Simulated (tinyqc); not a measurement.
Inside a calculation. Model: floating body of a partially depleted SOI transistor: body voltage and kink.

tinyqc, about 0.2 s, one thread, Intel Xeon 2.30GHz (shared host): `OMP_NUM_THREADS=1 python tinyqc.py 2182217 2182218 out.jsonl` Printed values are rounded.

Source at 0 V. Channel current Ic = 2 nf K Vt^2 [F(0) - F(Vd)](1 + la Vd), F(V) = ln^2(1 + exp((Vg - VT - nf V)/(2 nf Vt))), VT = VT0 - gb Vb. Saturation voltage Vs = 2 Vt sqrt(F(0)) + 3 Vt, excess Ve = (Vd - Vs + sqrt((Vd - Vs)^2 + 0.0004 V^2))/2, multiplication M1 = Ai Ve exp(-Bl/Ve). Each junction passes D(v) = J1 (exp(v/Vt) - 1) + J2 (exp(v/(2 Vt)) - 1). Bipolar current Ib = bb J1 (exp(Vb/Vt) - 1). The body settles where M1 (Ic + Ib) = D(Vb) + D(Vb - Vd) + Vb/Rb; drain current Id = (1 + M1)(Ic + Ib) - D(Vb - Vd).

Values chosen for this exercise; values of the order met in partially depleted silicon-on-insulator transistors: temperature T = 398 K; threshold at zero body voltage VT0 = 0.45 V; fall of the threshold per volt of body voltage gb = 0.33; slope factor nf = 1.29; gain factor per width K = 100 uA/(V^2 um); channel-length modulation factor la = 0.04 1/V; impact-ionisation prefactor Ai = 3.97 1/V; impact-ionisation voltage Bl = 4.5 V; diffusion saturation current of each junction J1 = 8.8e-9 uA/um; recombination saturation current of each junction J2 = 1e-6 uA/um; gain of the lateral bipolar transistor on the diffusion current bb = 0; resistance of a weak body tie to the source (1e9 stands for no tie, and the term is then dropped) Rb = 4e5 kohm um; gate voltage Vg = 0.49 V; drain voltage Vd = 1.4 V.

Constants: q = 1.602176634e-19 C, kB = 1.380649e-23 J/K, Vt = kB T/q. Results are converted to the units shown.

Range of the model: The multiplication law is an empirical form chosen for the exercise; self-heating and capacitive coupling to the body are left out, and the linear laws are rough once Vb passes about 0.7 V or M1 about 0.1.

## Starting value

Vb = 0.68 V.

Vb at the start = 0.68 V

## Iteration 1: new Vb

Current into the body I_in = M1 (Ic + Ib) - D(Vb - Vd), current out I_out = D(Vb) + Vb/Rb; f = ln(I_in/I_out), s = df/dVb by central differences over 1e-5 V, Vb(new) = Vb - f/s.

Ic = 2.956246 uA/um
Ve = 1.088868 V
M1 = 0.06933336
I_in = 0.2049675 uA/um
I_out = 3.612432 uA/um
f = -2.869285
s = -27.87246 1/V
Vb after iteration 1 = 0.5770566 V

## Iteration 2: new Vb

As before.

Ic = 2.294029 uA/um
Ve = 1.113677 V
M1 = 0.07775166
I_in = 0.1783656 uA/um
I_out = 0.1844344 uA/um
f = -0.03345849
s = -27.06894 1/V
Vb after iteration 2 = 0.5758206 V

## Iteration 3: new Vb

As before.

Ic = 2.286675 uA/um
Ve = 1.113971 V
M1 = 0.07785529
I_in = 0.1780308 uA/um
I_out = 0.1780327 uA/um
f = -1.085146e-5
s = -27.05133 1/V
Vb after iteration 3 = 0.5758202 V

## Course of the iteration

Stop when the step is below 1e-10 V, or after 40 iterations.

Course of the iteration:
```
iteration  Vb before the step (V)   step (V)
1                            0.68     -0.103
2                       0.5770566   -1.24e-3
3                       0.5758206   -4.01e-7
4                       0.5758202  -4.27e-14
```

Converged in 4 iterations.

## Drain current with floating and with grounded body

converged Vb = 0.5758202 V

Id and VT at the converged Vb, Id at Vb = 0, their ratio, and the bipolar share Ib/(Ic + Ib).

VT = 0.2599793 V
Id, floating = 2.464704 uA/um
Id, grounded = 0.3221956 uA/um
ratio = 7.649711
bipolar share = 0.000000 %

The body rises to 0.576 V and lowers the threshold by 190 mV.
